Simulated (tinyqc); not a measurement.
Mobility of a non-polar semiconductor in the relaxation-time approximation: one step, computed by the program tinyqc.

Each valley is treated as a sphere of mass m_d for states and rates, with one isotropic relaxation time; the conductivity mass m_c sets the current.

Task: Fermi level and screening. Kane band: hbar^2 k^2/(2 m) = E (1 + alpha E), speed v = hbar k/(m (1 + 2 alpha E)), states per spin, volume and energy g(E) = m k (1 + 2 alpha E)/(2 pi^2 hbar^2); overlap factors are set to 1. Here m = m_d. Masses are multiplied by m_0 and all formulas are in SI units. The reduced Fermi level eta = E_F/(k_B T) solves n = 2 Z int g f dE with f = 1/(1 + exp(x - eta)) (Z = 1 unless valleys are given); screening length L_s = sqrt(eps_s eps_0 k_B T/(e^2 dn/deta)), dn/deta = 2 Z int g f (1 - f) dE. Integrals over x = E/(k_B T) use 160 Gauss-Legendre points in u = sqrt(x) from 0 to sqrt(max(eta, 0) + 32).

Inputs (values chosen for the exercise, modelled on holes in germanium):

| quantity | value | unit |
|---|---|---|
| equivalent valleys Z | 1 | - |
| non-parabolicity alpha | 0.3 | 1/eV |
| static permittivity eps_s | 16 | - |
| carrier density n | 3.8e+15 | 1/cm^3 |
| temperature T | 150 | K |

Band: Kane. Impurity formula: Conwell-Weisskopf. Further scattering: neutral impurities.

density-of-states mass m_d = 0.299 m_0

Constants: k_B = 8.617333262e-05 eV/K; m_0 = 9.1093837015e-31 kg; e = 1.602176634e-19 C; hbar = 1.054571817e-34 J s; eps_0 = 8.8541878128e-12 F/m; k_B = 1.380649e-23 J/K.

Give: reduced Fermi level eta; screening length L_s.

Result:

reduced Fermi level eta = -5.958

screening length L_s = 54.87 nm

The gas is non-degenerate (eta < -2), and L_s is close to the Debye length.
